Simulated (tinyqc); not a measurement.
Bandgap voltage reference from two bipolar transistors: output against temperature.

Two transistors of area 1 and N carry the same current I. Is(T) = Is (T/T0)^eta exp[(Vg0 q/kB)(1/T0 - 1/T)], VBE1 = Vt ln(I/Is(T)) + I rb, VBE2 = Vt ln(I/(N Is(T))) + I rb/N. The amplifier forces I R1(T) = VBE1 - VBE2 + Vos, with R(T) = R (1 + tc (T - T0)) for both resistors, and the output is Vref = VBE1 + I R2(T). Base currents and the Early effect are neglected.

Vt = kB T/q; I = (Vt ln N + Vos)/(R1(T) - rb (1 - 1/N)).

Parameters, values chosen for the exercise; values of the order met in silicon bipolar transistors: reference temperature T0 = 300 K; band-gap voltage extrapolated to 0 K Vg0 = 1.199 V; temperature exponent of the saturation current eta = 3.4; saturation current of the unit transistor at T0 Is = 4.3e-16 A; area ratio of the second transistor N = 8; resistor across which the difference of VBE falls, at T0 R1 = 18 kohm; temperature coefficient of both resistors tc = 0 ppm/K; offset of the amplifier Vos = -1.7 mV; series resistance of the unit transistor rb = 0 ohm; output resistor at T0 R2 = 230.6 kohm.

Constants: q = 1.602176634e-19 C, kB = 1.380649e-23 J/K. Results are converted to the units shown.

Result of one run:
```
T (K),I (uA),VBE1 (V),I R2 (V),Vref (V),Vref - Vref(T0) (mV),dVref/dT (uV/K)
253,2.424,0.6900,0.5590,1.249,-2.921,80.28
```

What becomes of these results when the temperature T is changed from 253 to 218 K, all else the same?

Result of the changed run:
```
T (K),I (uA),VBE1 (V),I R2 (V),Vref (V),Vref - Vref(T0) (mV),dVref/dT (uV/K)
218,2.076,0.7670,0.4787,1.246,-6.257,111.1
```

The whole series:
```
T (K),I (uA),VBE1 (V),I R2 (V),Vref (V),Vref - Vref(T0) (mV),dVref/dT (uV/K)
218,2.076,0.7670,0.4787,1.246,-6.257,111.1
233,2.225,0.7341,0.5131,1.247,-4.695,97.32
253,2.424,0.6900,0.5590,1.249,-2.921,80.28
273,2.623,0.6455,0.6049,1.250,-1.475,64.53
298,2.872,0.5895,0.6623,1.252,-0.09142,46.40
323,3.121,0.5331,0.7197,1.253,0.8575,29.74
348,3.370,0.4762,0.7771,1.253,1.406,14.31
373,3.619,0.4190,0.8345,1.254,1.582,-0.03948
398,3.868,0.3614,0.8919,1.253,1.412,-13.46
423,4.117,0.3036,0.9493,1.253,0.9159,-26.06
```

VBE1 falls by 2.26 mV/K on average and I R2 rises by 2.30 mV/K. The slope of Vref vanishes at T = 373 K. Between 233 and 398 K Vref spans 6.28 mV, or 30.4 ppm/K by the box method (span over the average over T, over 165 K).

Program tinyqc, `OMP_NUM_THREADS=1 python tinyqc.py 2062125 2062126 out.jsonl`; Intel Xeon 2.30GHz, shared host, one thread, about 0.02 s.
